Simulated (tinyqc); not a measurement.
# Resistance of a tapered via with liner, size effect and interface: several studies

A round via whose diameter grows from db at the bottom as D(z) = db + 2 z/tan(ang). The fill, of diameter D - 2 tl, starts above the bottom liner (thickness fb tl) and has rho = rho0 (1 + ks lam/(D - 2 tl)); the sidewall liner conducts in parallel with it. The bottom liner and the interface are crossed over the full area pi db^2/4. Spreading in the lines above and below is left out.

Values chosen for this exercise; fill metal close to molybdenum:
- db = 27 nm (diameter at the bottom)
- hv = 34 nm (height)
- ang = 88 degrees (sidewall angle)
- rho0 = 5.21 uohm cm (bulk resistivity of the fill)
- lam = 11.3 nm (mean free path of the fill)
- ks = 1.3 (size-effect factor)
- tl = 0.4 nm (liner on the sidewall)
- fb = 0.5 (liner at the bottom over that on the sidewall)
- rl = 200 uohm cm (resistivity of the liner)
- ri = 1.8e-12 ohm cm^2 (interface resistivity at the bottom)
- Sb = 1.3e15 S/m^2 (ballistic conductance per area, about 3/(4 rho0 lam))
- rho2 = 6.32 uohm cm (bulk resistivity of the second fill (close to cobalt))
- lam2 = 11.8 nm (its mean free path)
- tl2 = 1.2 nm (its liner)

Each table varies one quantity; the others keep the values above.

## Via resistance against the diameter at the bottom

Slices between z0 = fb tl and hv, evaluated at their midpoints: conductance per length pi/4 [(D - 2 tl)^2/rho + (D^2 - (D - 2 tl)^2)/rl], slice resistance = slice height over that. 2000 slices. R_fill = sum of the slices; R_bottom = rl fb tl/(pi db^2/4); R_interface = ri/(pi db^2/4); ballistic (Sharvin) limit 1/(Sb pi (db - 2 tl)^2/4); ideal cylinder rho0 hv/(pi db^2/4).

Via resistance against the diameter at the bottom:
```
db (nm)	R_fill (ohm)	R_bottom (ohm)	R_interface (ohm)	R (ohm)	ballistic limit (ohm)	R over ideal cylinder	largest part
6	187.2	14.15	6.366	207.7	36.22	3.315	fill
8.3	81.09	7.393	3.327	91.81	17.41	2.804	fill
11	39.85	4.209	1.894	45.96	9.414	2.466	fill
16	15.86	1.989	0.8952	18.74	4.239	2.128	fill
22	7.409	1.052	0.4735	8.935	2.179	1.917	fill
30	3.600	0.5659	0.2546	4.420	1.149	1.764	fill
42	1.679	0.2887	0.1299	2.098	0.5770	1.641	fill
58	0.8226	0.1514	0.06813	1.042	0.2993	1.554	fill
80	0.4101	0.07958	0.03581	0.5255	0.1561	1.491	fill
```

R falls from 208 to 0.526 ohm. The fill is the largest part at db = 6 and in all other rows. R goes as db^(-2.52) between the first two rows and db^(-2.13) between the last two; area alone gives -2.

## Via resistance against the height

Same model as above.

2000 slices.

The same in every row: R_bottom (ohm) = 0.6986; R_interface (ohm) = 0.3144; ballistic limit (ohm) = 1.427.

Result of one run:
```
hv (nm)	R_fill (ohm)	R (ohm)	R over ideal cylinder	largest part
23	3.197	4.210	2.011	fill
```

What becomes of these results when the height hv is changed from 23 to 150 nm, all else the same?

Result of the changed run:
```
hv (nm)	R_fill (ohm)	R (ohm)	R over ideal cylinder	largest part
150	15.27	16.28	1.193	fill
```

The whole series:
```
hv (nm)	R_fill (ohm)	R (ohm)	R over ideal cylinder	largest part
16	2.262	3.275	2.249	fill
23	3.197	4.210	2.011	fill
34	4.591	5.604	1.811	fill
49	6.356	7.369	1.653	fill
71	8.697	9.710	1.503	fill
100	11.40	12.42	1.364	fill
150	15.27	16.28	1.193	fill
220	19.46	20.47	1.023	fill
```

R rises from 3.27 to 20.5 ohm. The fill is the largest part at hv = 16 and in all other rows. The share of the two bottom terms goes from 30.9 to 4.95 %. For hv = 16 the ballistic limit exceeds half of R_fill, so the diffusive model understates R.

## Two fill metals against the diameter

2000 slices. R_fill = sum of the slices; R_bottom = rl fb tl/(pi db^2/4); R_interface = ri/(pi db^2/4). The second fill has rho2, lam2 and tl2 in place of rho0, lam and tl.

Two fill metals against the diameter:
```
db (nm)	R, first fill (ohm)	R, second fill (ohm)	ratio second/first
6	207.7	503.1	2.422
8.5	86.55	175.1	2.024
12	37.23	66.79	1.794
17	16.25	27.01	1.662
24	7.321	11.62	1.587
35	3.135	4.835	1.542
49	1.499	2.279	1.520
70	0.6974	1.051	1.507
100	0.3288	0.4932	1.500
```

The ratio goes from 2.42 to 1.50. The first fill gives the lower R in every row.

tinyqc, about 0.01 s, one thread, Intel Xeon 2.30GHz (shared host): `OMP_NUM_THREADS=1 python tinyqc.py 2750042 2750043 out.jsonl`
